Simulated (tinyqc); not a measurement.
From results back to parameters: donor near an oxide interface in a gate field (two-state model). Three cases, with inputs chosen for the exercise.

Problem. The critical field, at which E_D = E_I, was computed from a hidden binding energy ED.

Interface at z = 0 (hard wall), donor at z = d, field F pulling electrons to the interface: potential e F z; 1 kV/cm = 1e-5 eV/angstrom, c = hbar^2/2m0, q = e^2/(4 pi eps0), Q = (eps - eo)/(eps + eo). Donor state: E_D = e F d - ED - q Q/(4 eps d), the last term joining the images of ion and electron. Interface state: z exp(-b z/2) exp(-rho^2/(2 L^2)) with E_z = c b^2/(4 mz) + 3 e F/b + q Q b/(8 eps), minimised over b; in the plane at z = 3/b the ion (distance D = d - 3/b) and its image (D' = d + 3/b) give E_rho = c/(mt L^2) - (q/eps)(sqrt(pi)/L)[erfcx(D/L) + Q erfcx(D'/L)], erfcx(x) = exp(x^2) erfc(x), minimised over L. E_I = E_z + E_rho.

Constants: hbar^2/2m0 = 3.80998211 eV angstrom^2; e^2/(4 pi eps0) = 14.39964547 eV angstrom.

Case 1.

Values chosen (near those of a donor in Si below Si3N4, static dielectric constants; shifted at random, so the results belong to these values and not to a real crystal): d = 60 angstrom (depth of the donor); mz = 0.922 m0 (mass across the interface); mt = 0.19 m0 (mass in the plane); eps = 11.2 (dielectric constant of the semiconductor); eo = 7.5 (dielectric constant of the oxide).

critical field = 121.755 kV/cm

Case 2.

Values chosen (near those of a donor in Si below Si3N4, static dielectric constants; shifted at random, so the results belong to these values and not to a real crystal): d = 140 angstrom (depth of the donor); mz = 0.919 m0 (mass across the interface); mt = 0.187 m0 (mass in the plane); eps = 11.2 (dielectric constant of the semiconductor); eo = 7.5 (dielectric constant of the oxide).

critical field = 45.496 kV/cm

Case 3.

Values chosen (near those of a donor in Si below Si3N4, static dielectric constants; shifted at random, so the results belong to these values and not to a real crystal): d = 150 angstrom (depth of the donor); mz = 0.9 m0 (mass across the interface); mt = 0.191 m0 (mass in the plane); eps = 11.5 (dielectric constant of the semiconductor); eo = 7.5 (dielectric constant of the oxide).

critical field = 42.622 kV/cm

Find: E_I; ED.

Solution. E_I follows from the field alone, and ED = e F d - q Q/(4 eps d) - E_I.

Case 1.

E_I = 29.99 meV
ED = 42.0 meV

Case 2.

E_I = 17.44 meV
ED = 45.8 meV

Case 3.

E_I = 17.29 meV
ED = 46.2 meV

Computed by tinyqc, one run a case: `OMP_NUM_THREADS=1 python tinyqc.py N N+1 out.jsonl` with N = 1250940, 1250955, 1250961; one thread of a shared Intel(R) Xeon(R) Processor @ 2.30GHz, about 0.05 s a run at most.
